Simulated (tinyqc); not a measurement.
What each parameter does: quaternary alloy A(x)B(1-x)C(y)D(1-y) matched to a substrate.

Q(x,y) = x y Q_AC + x (1 - y) Q_AD + (1 - x) y Q_BC + (1 - x)(1 - y) Q_BD for the lattice constant. Gap, rule 1: Q(x,y) - x (1 - x)[y C_ABC + (1 - y) C_ABD] - y (1 - y)[x C_ACD + (1 - x) C_BCD]. Rule 2 (mean of ternaries): {x (1 - x)[y T_ABC(x) + (1 - y) T_ABD(x)] + y (1 - y)[x T_ACD(y) + (1 - x) T_BCD(y)]}/{x (1 - x) + y (1 - y)}, T_ABC(x) = x E_AC + (1 - x) E_BC - C_ABC x (1 - x), T_ACD(y) = y E_AC + (1 - y) E_AD - C_ACD y (1 - y), and alike. Only the Gamma valley is followed.

Matching a(x,y) = a_s gives x = (a_s - y a_BC - (1 - y) a_BD)/(y (a_AC - a_BC) + (1 - y)(a_AD - a_BD)).

Values chosen for the exercise (AC, AD, BC, BD near GaAs, GaSb, InAs and InSb; substrate near GaSb; not measured data): a = (5.655, 6.099, 6.063, 6.472) angstrom (lattice constants of AC, AD, BC, BD); Eg = (1.528, 0.805, 0.421, 0.235) eV (gaps at Gamma of AC, AD, BC, BD); Cb = (0.501, 0.416, 1.366, 0.615) eV (bowing of ABC, ABD, ACD, BCD); a_s = 6.099 angstrom (substrate); y = 0.86 (fraction of C).

x is matched anew each time.

Results for these values:

| case | x | rule 1 (eV) | rule 2 (eV) |
|---|---|---|---|
| base | 0.0527 | 0.3461 | 0.3865 |

What happens to each result for a_s = 6.103 angstrom, all else kept?

Answer: x falls from 0.0527 to 0.0428; rule 1 falls from 0.3461 to 0.3412; rule 2 falls from 0.3865 to 0.3759.

The same for each parameter in turn:

| case | x | rule 1 (eV) | rule 2 (eV) |
|---|---|---|---|
| base | 0.0527 | 0.3461 | 0.3865 |
| y = 0.85 | 0.0629 | 0.3445 | 0.3909 |
| a_s = 6.103 angstrom | 0.0428 | 0.3412 | 0.3759 |
| Cb = (0.601, 0.499, 1.639, 0.738) eV | 0.0527 | 0.3255 | 0.3739 |
| Eg = (1.578, 0.805, 0.421, 0.235) eV | 0.0527 | 0.3484 | 0.3888 |
| a = (5.665, 6.099, 6.063, 6.472) angstrom | 0.0539 | 0.3467 | 0.3877 |

Run: tinyqc, `OMP_NUM_THREADS=1 python tinyqc.py 1081240 1081241 out.jsonl`; Intel(R) Xeon(R) Processor @ 2.30GHz, one thread, shared host; about 0.01 s of CPU time with all checks.
